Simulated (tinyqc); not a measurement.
Field length and prefactor from two substrate currents.

Question. For Em = (Vd - Vdsat)/l, Isub/Id = (Ai/Bi)(Vd - Vdsat) exp(-Bi l/(Vd - Vdsat)), and l = sqrt(3 tox xj). Find l, Ai and xj.

Values chosen for this exercise:
```
symbol  value   unit           meaning
tox        30     nm   oxide thickness
Bi       1.72  MV/cm  ionisation field
```

Isub/Id at Vd - Vdsat = 3.5 and 4.8 V: 6.63218506e-4  0.00965434738

Answer. ln[Isub/(Id (Vd - Vdsat))] is linear in 1/(Vd - Vdsat) with slope -Bi l.

l = 177 nm
Ai = 2.00e6 1/cm
xj = 350 nm

Program tinyqc, `OMP_NUM_THREADS=1 python tinyqc.py 2550085 2550086 out.jsonl`; Intel Xeon 2.30GHz, shared host, one thread, about 0.01 s.
